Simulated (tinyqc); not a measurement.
Surface Green function of a square-lattice strip three rows wide, Sancho-Rubio decimation: effect of the broadening.

A semi-infinite lead of cells 0, 1, 2, ... with H0 inside a cell and H1 = <cell i|H|cell i + 1>. A cell is one column of three sites. z = E + i eta.

Start with e_s = e = H0, a = H1, b = H1^dagger. Each round: g = (z - e)^(-1); e_s <- e_s + a g b; e <- e + a g b + b g a; a <- a g a; b <- b g b (all with the old a, b). Round k joins cells 2^k apart. Stop when the largest entry of the matrices a and b is below 1e-12 eV; g_s = (z - e_s)^(-1), bulk (z - e)^(-1), density of states -Im Tr/pi. The last column counts the steps of the plain recursion g <- (z - H0 - H1 g H1^dagger)^(-1), one cell a step from g = (z - H0)^(-1), until no entry changes by more than 1e-8 1/eV.

Inputs (values chosen for the exercise): energy E = -1.77 eV.

H0 (eV):
```
	1	2	3
1	-0.58	-2.19	0
2	-2.19	-0.47	-2.19
3	0	-2.19	1.23
```

H1 (eV):
```
	1	2	3
1	-2.2	0	0
2	0	-2.2	0
3	0	0	-2.2
```

Effect of the broadening:
```
eta (eV)	rounds	surface density of states (1/eV)	plain steps
0.7	8	0.24381	53
0.2	10	0.25853	188
0.09	11	0.26152	418
0.04	12	0.26290	938
0.02	13	0.26346	1879
0.009	14	0.26377	4176
```

What does the table show?

The rounds go from 8 to 14 and the plain steps from 53 to 4176. Inside a band the plain recursion needs a number of steps that grows as 1/eta, the decimation only as log2(1/eta). The density of states tends to 0.2640 1/eV as eta goes to zero; the first row is 7.7 % below that and the last 0.097 % below it.

Program tinyqc, `OMP_NUM_THREADS=1 python tinyqc.py 2680013 2680014 out.jsonl`; Intel Xeon 2.30GHz, shared host, one thread, about 0.07 s.
